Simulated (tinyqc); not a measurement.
# Thermal RC ladder, step response: effects of single changes

A ladder of 2 nodes: R_i joins node i to node i + 1, the last R to the ambient; C_i is the heat capacity of node i; theta is the rise above ambient, zero at t = 0. d theta/dt = -A theta + b with b = (Pw/C_1, 0, ...), times in ms.

Inputs (values chosen for the exercise):

| symbol | value | unit | meaning |
|---|---|---|---|
| R | [0.93, 0.51] | K/W | resistances, junction to ambient |
| C | [0.43, 2.2] | mJ/K | heat capacities of the nodes |
| Pw | 6.5 | W | power at node 1 from t = 0 |

Each table varies one quantity; the others keep the values above.

## Single pulses of growing length

A = C^(-1) K, K_ii = 1/R_(i-1) + 1/R_i (no first term for node 1), K_(i,i+1) = K_(i+1,i) = -1/R_i. The time constants tau_k are the inverse eigenvalues of A; the rise of node 1 per watt is Z(t) = sum_k r_k (1 - exp(-t/tau_k)), with r_k = v_k1^2 tau_k/C_1 and v_k the unit eigenvectors of C^(-1/2) K C^(-1/2).

Single pulses of growing length:
```
t (ms)  Z(t) (K/W)   Z/sum R  t/C_1 (K/W)  rise (K)
0.063      0.13566  0.094209      0.14651   0.88180
0.1        0.20617   0.14317      0.23256    1.3401
0.17       0.32384   0.22489      0.39535    2.1050
0.28       0.47500   0.32986      0.65116    3.0875
0.47       0.66699   0.46319       1.0930    4.3354
0.77       0.86423   0.60016       1.7907    5.6175
1.3         1.0660   0.74030       3.0233    6.9292
2.1         1.2307   0.85467       4.8837    7.9998
3.5         1.3618   0.94570       8.1395    8.8517
5.7         1.4233   0.98838       13.256    9.2513
```

What does the comparison show?

Z rises from 0.136 to 1.42 K/W, against 1.44 K/W in the steady state. In the first row it is 7.4 % below t/C_1, the limit in which only the first heat capacity is charged. It passes half of the steady value at t = 0.77 ms among the rows.

## Time step and accuracy

Both schemes run from t = 0 to 1.3 ms in M equal steps dt: explicit, theta(new) = theta + dt (b - A theta); implicit, (1 + dt A) theta(new) = theta + dt b. Errors of node 1 are against Pw Z; tau_1 is the shortest time constant.

Results:
```
M    dt/tau_1  error, explicit (%)  error, implicit (%)
2       2.067               -46.88               -10.46
3       1.378                8.986               -7.104
4       1.033                4.761               -5.355
16     0.2584                1.293               -1.330
32     0.1292               0.6528              -0.6619
64    0.06459               0.3277              -0.3300
128   0.03229               0.1642              -0.1647
```

Estimate the missing row, M = 8.

Computed row:
```
M  dt/tau_1  error, explicit (%)  error, implicit (%)
8    0.5167                2.524               -2.676
```

With this row back in the table: With 2 steps the errors are -47 % (explicit) and -10 % (implicit), with 128 steps 0.16 and -0.16 %. The last doubling divides them by 2.0 and 2.0: both schemes are of first order, with errors of opposite sign. The explicit scheme is stable only for dt < 2 tau_1, and the first row, at 2.07, sits next to that limit, so its error does not follow the trend.

tinyqc, about 0.01 s, one thread, Intel Xeon 2.30GHz (shared host): `OMP_NUM_THREADS=1 python tinyqc.py 2520012 2520013 out.jsonl`
